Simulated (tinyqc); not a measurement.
Equilibrium and kinetic segregation of a solute to boundaries and growing surfaces: one step, computed by the program tinyqc. Command: `OMP_NUM_THREADS=1 python tinyqc.py 3006845 3006846 out.jsonl segreg walk`. One thread of a shared host (Intel(R) Xeon(R) Processor @ 2.30GHz), about 0.01 s of CPU time with the checks.

Problem. Boundary energy. Gibbs adsorption for this isotherm in a dilute matrix: gamma = gamma_0 + Gam_0 [k_B T ln(1 - theta)], Gam_0 = delta/Omega sites per area.

Inputs (values chosen for the exercise, modelled on a solute in a copper line):

| quantity | value | unit |
|---|---|---|
| temperature T | 875 | K |
| boundary thickness delta | 0.48 | nm |
| atomic volume Omega | 11.81 | angstrom^3 |
| clean boundary energy gamma_0 | 0.65 | J/m^2 |

Isotherm: Langmuir-McLean.

coverage theta = 0.06170795

Constants: 1 eV/angstrom^2 = 16.02176634 J/m^2; k_B = 8.617333262e-05 eV/K.

Give: Gam_0; boundary energy gamma.

Solution.

Gam_0 = 40.644 1/nm^2

boundary energy gamma = 0.61873 J/m^2

Segregation lowers gamma by 4.8 %, and the driving force of grain growth with it.
